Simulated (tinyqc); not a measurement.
Changing the misalignment of the mask: anisotropic wet etching of Si(100): plane rates, V-grooves, membranes and undercut. Computed by tinyqc, a small Python program. Command: `OMP_NUM_THREADS=1 python tinyqc.py 3025587 3025588 out.jsonl wetetch sweep`. One thread of a shared host (Intel(R) Xeon(R) Processor @ 2.30GHz), about 0.01 s of CPU time with the checks.

A long slot opens the mask on a (100) wafer. The floor etches at R100; (111) walls stand at theta = arctan(sqrt2) = 54.7356 degrees to the surface and recede at R111 along their normal.

Inputs (values chosen for the exercise, close to those used for potassium hydroxide solutions):

| quantity | value | unit |
|---|---|---|
| prefactor k0 of the (100) rate | 5.4e+08 | um/min |
| activation energy of (100), E | 0.601 | eV |
| ratio (100)/(111) at 80 C | 70 | - |
| extra energy of (111), dE | 0.14 | eV |
| ratio (100)/oxide at 80 C | 190 | - |
| extra energy of the oxide, dE_ox | 0.27 | eV |
| corner undercut rate over (100) rate, c | 3.3 | - |
| bath temperature T | 55 | C |
| width w (mask opening along <110>, or membrane width in the design step) | 120 | um |
| etch time t | 10 | min |
| wafer thickness d | 380 | um |
| membrane thickness wanted | 7.8 | um |

Constants: k_B = 8.617333262e-05 eV/K.

Method:
- R100 = k0 exp(-E/(k_B T)); a ratio given at 80 C scales as exp[(extra energy/k_B)(1/T - 1/353.15 K)]; R111 and R_ox follow by division.
- Temperatures in kelvin are T(C) + 273.15.
- A misaligned edge exposes ledges and adds R100 sin(misalignment) to the lateral rate (a simple estimate): u = R111/sin(theta) + R100 sin(misalignment). Top width W = w + 2 u t; floor width b = W - 2 z/tan(theta) = W - sqrt2 z. The floor lasts until b = 0, at t_V = w/(sqrt2 R100 - 2u); depth z = R100 t before t_V and W/sqrt2 after.
- Etch depth d - membrane, time = depth/R100; for a membrane as wide as w the opening must be w + sqrt2 depth - 2 u time; oxide mask consumed R_ox x time; a 1 K error changes the depth by the fraction E/(k_B T^2); a convex mask corner, such as that of a mesa, would retreat by c x depth.

One run for each value:

| misalignment of the mask (degrees) | lateral rate u (um/min) | top width W (um) | opening needed (um) |
|---|---|---|---|
| 0.0 | 0.003916 | 120.08 | 637.20 |
| 0.1 | 0.004471 | 120.09 | 635.90 |
| 0.2 | 0.005026 | 120.10 | 634.60 |
| 0.5 | 0.006690 | 120.13 | 630.70 |
| 1.0 | 0.009463 | 120.19 | 624.21 |
| 1.5 | 0.012235 | 120.24 | 617.71 |
| 2.0 | 0.015007 | 120.30 | 611.22 |
| 3.0 | 0.020548 | 120.41 | 598.24 |
| 5.0 | 0.031614 | 120.63 | 572.32 |

Describe and explain the trends.

Over the rows, lateral rate u (um/min) rises from 0.00392 to 0.0316; top width W (um) rises from 120.1 to 120.6; opening needed (um) falls from 637 to 572. Misalignment matters once sin(angle) reaches R111/(R100 sin theta), so a high anisotropy demands tight alignment.

Caution (all rows): rates also depend on concentration, doping, additives and stirring, all held fixed here.
